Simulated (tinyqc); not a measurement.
Thermal displacements in the Debye model: Debye-Waller factors, bond-length spread and the Lindemann rule: one step, computed by the program tinyqc.

A Debye spectrum with three branches of one velocity, cut at k_B Theta; 4 atoms per cube, nearest neighbours at d = 0.707107 a.

Task: Loss of Bragg intensity. G = 2 pi sqrt(h^2 + k^2 + l^2)/a; the intensity is multiplied by exp(-2W), 2W = G^2 <u_x^2>; the loss goes into thermal diffuse scattering.

Inputs (values chosen for the exercise, modelled on copper): Debye temperature Theta = 312 K; lattice constant a = 3.615 angstrom; temperature T = 77 K.

Structure: fcc.

reflection (h k l): 3  1  1

<u_x^2> = 0.002530659 angstrom^2

Give: |G|; 2W; intensity factor exp(-2W).

Result:

|G| = 5.7646 1/angstrom

2W = 0.084095

intensity factor exp(-2W) = 0.91934
